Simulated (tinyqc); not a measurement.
Plane-wave Kohn-Sham cycle with exchange-only LDA in a layered model solid, step by step. One step of it, computed by the program tinyqc.

Question. Iteration 2: Hamiltonian at one k. H(m,m') = (k + G_m)^2/2 delta + V(G_m - G_m'), with V(-G) = V(G).

A solid whose potential varies along x alone (atomic units):
```
parameter,value
period a,4.000000
cross-section of the cell,28.000000
electrons per cell,2
grid points,16
"plane waves -n..n, n",3
k points,4
V1 in V1 cos(2 pi x/a),-0.170000
V2 in V2 cos(4 pi x/a),0.170000
```

V(G_m), m = 0, 1, 2, ... (hartree): -0.255950  -0.084588  0.087047  0.000038  0.000001  0.000001  0.000000

k = 0.125000 2 pi / a

Give: H.

Answer.

H (hartree), lower triangle:
```
,-3,-2,-1,+0,+1,+2,+3
-3,9.9414
-2,-0.0846,4.0813
-1,0.0870,-0.0846,0.6886
+0,0.0000,0.0870,-0.0846,-0.2367
+1,0.0000,0.0000,0.0870,-0.0846,1.3055
+2,0.0000,0.0000,0.0000,0.0870,-0.0846,5.3150
+3,0.0000,0.0000,0.0000,0.0000,0.0870,-0.0846,11.7919
```
